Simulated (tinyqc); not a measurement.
Inside a calculation. Model: Landau-Devonshire theory of a uniaxial ferroelectric. Computed by tinyqc, a small Python program that keeps every step. Command: `OMP_NUM_THREADS=1 python tinyqc.py 3018157 3018158 out.jsonl ferro walk`. One thread of a shared host (Intel(R) Xeon(R) Processor @ 2.30GHz), about 0.01 s of CPU time with the checks. Intermediate numbers are printed to about 7 digits and carried at full precision; extremes and crossings named in words are read from the listed rows.

G(P) = (alpha/2) P^2 + (beta*/4) P^4 + (gamma/6) P^6 - E P per volume, SI units, one domain, P along the polar axis, which is normal to the film.

Inputs (values chosen for the exercise, modelled on lead titanate):

| quantity | value | unit |
|---|---|---|
| alpha_0 | 734000 | J m/(C^2 K) |
| Curie-Weiss temperature T0 | 752 | K |
| beta | -2.86e+08 | J m^5/C^4 |
| gamma | 1.49e+09 | J m^9/C^6 |
| temperature T | 669 | K |
| misfit strain u_m | -0.002 | - |
| electrostriction Q12 | -0.026 | m^4/C^2 |
| compliance s11 + s12 | 5.5e-12 | m^2/N |
| applied field E | 3.6 | MV/m |
| film thickness d | 9.1 | nm |
| screening length lambda | 0.011 | nm |
| background permittivity eps_b | 5 | - |
| gradient coefficient g | 4.6e-10 | J m^3/C^2 |
| series capacitance C_d | 7.6 | microfarad/cm^2 |
| start of Newton steps P0/Ps | 1 | - |

Sample: epitaxial film.

Constants: eps_0 = 8.8541878128e-12 F/m.

## Coefficients at T

alpha = alpha_0 (T - T0*), with clamping: T0* = T0 + 4 Q12 u_m/(alpha_0 (s11 + s12)), beta* = beta + 4 Q12^2/(s11 + s12).

T0* = 803.5234 K

alpha = -9.874018e+07 J m/C^2

beta* = 2.056364e+08 J m^5/C^4

Compression raises T0 by 52 K. beta* > 0: the transition is of second order, although the free crystal has a first-order one.

## Spontaneous polarisation, susceptibility, coercive field

Ps^2 = [-beta* + sqrt(beta*^2 - 4 alpha gamma)]/(2 gamma). chi = 1/(eps_0 G''), G'' = alpha + 3 beta* P^2 + 5 gamma P^4 at Ps. Ps, chi and the coercive field are for perfect screening, without a depolarising field. The intrinsic coercive field is |alpha P + beta* P^3 + gamma P^5| at the P_c where G'' = 0. 1 C/m^2 = 100 microcoulomb/cm^2.

spontaneous polarisation Ps = 44.44206 microcoulomb/cm^2

susceptibility chi = 359.9935

well depth G(Ps) = -5.832223 MJ/m^3

P_c = 28.45000 microcoulomb/cm^2

intrinsic coercive field = 20.57915 MV/m

P_c/Ps = 0.640, above the 0.577 of a quartic well, as the sixth-order term matters. Real switching runs by domain nucleation at far lower fields.

## Polarisation in the field by Newton steps

Solve G'(P) = alpha P + beta* P^3 + gamma P^5 - E = 0 by P(new) = P - G'/G'' from P0; stop when the step is below 1e-11 C/m^2 (G' under 1e-6 MV/m is shown as 0).

Newton steps:

| step | P (microcoulomb/cm^2) | G' (MV/m) | G'' (MJ m/C^2) |
|---|---|---|---|
| 1 | 44.44206 | -3.600000e+00 | 313.7304 |
| 2 | 45.58954 | 2.131258e-01 | 351.3017 |
| 3 | 45.52888 | 6.224057e-04 | 349.2511 |
| 4 | 45.52870 | 0 | 349.2451 |
| 5 | 45.52870 | 0 | 349.2451 |

P at the end of the steps = 45.52870 microcoulomb/cm^2

1/(eps_0 G'') there = 323.3858

The linear estimate Ps + eps_0 chi E gives 45.590; the field lowers chi by 10.2 %.

## The 180-degree wall

With the term (g/2) (dP/dx)^2, (g/2) P'^2 = G(P) - G(Ps) across the wall: energy = int_(-Ps)^(Ps) sqrt(2 g [G(P) - G(Ps)]) dP (40 Gauss-Legendre points); width = 2 Ps over the slope at P = 0, sqrt(2 |G(Ps)|/g). Elastic coupling inside the wall is left out.

wall energy = 44.78341 mJ/m^2

wall width = 5.581758 nm

## A capacitor with imperfect screening

Between shorted electrodes with screening length lambda each, the depolarising field is -k P, k = 2 lambda/(eps_0 (d + 2 lambda eps_b)), so alpha turns into alpha + k. The polar state is the lowest uniform state while alpha + k < 0 (beta* > 0) or < 3 beta*^2/(16 gamma) (beta* < 0); setting the equality gives the critical thickness d_c.

depolarising coefficient k = 2.697828e+08 J m/C^2

polarisation of the film = 0 microcoulomb/cm^2

size of the depolarising field = 0 MV/m

critical thickness d_c = 25.05402 nm

The film is thinner than d_c, so the uniform polar state is not the lowest one; a real film may break into domains or be non-polar.

## Thickness series

Domains are left out, though they can pre-empt both the loss of P and the state at P = 0. The second and third columns are for the shorted capacitor, polar only where it is the lowest uniform state: alpha + k < 0 (beta* > 0) or < 3 beta*^2/(16 gamma) (beta* < 0). The last column is another circuit, the film in series with C_d at P = 0: 1/C = (alpha d)/(1 + alpha eps_0 eps_b) + 1/C_d, and P = 0 is locally stable while 1/C > 0; a dash marks the rest.

Against thickness:

| d (nm) | P (microcoulomb/cm^2) | depolarising field (MV/m) | C of the stack / C_d |
|---|---|---|---|
| 1 | 0.00000 | 0.00000 | 1.007594 |
| 2 | 0.00000 | 0.00000 | 1.015305 |
| 3 | 0.00000 | 0.00000 | 1.023135 |
| 5 | 0.00000 | 0.00000 | 1.039162 |
| 8 | 0.00000 | 0.00000 | 1.064167 |
| 15 | 0.00000 | 0.00000 | 1.127469 |
| 30 | 23.68197 | 19.54254 | 1.292183 |
| 60 | 37.28975 | 15.41405 | 1.825591 |
| 150 | 41.92645 | 6.93989 | - |

The polar state appears between 15 and 30 nm (d_c = 25.1 nm), and at 150 nm P is 94.3 % of Ps. The stack exceeds C_d wherever it is stable, up to 1.83 times: the ferroelectric held at P = 0 acts as a negative capacitance.

Checks made by the program: Ps against a numerical root of G'(P)/P (relative difference below 1e-10).
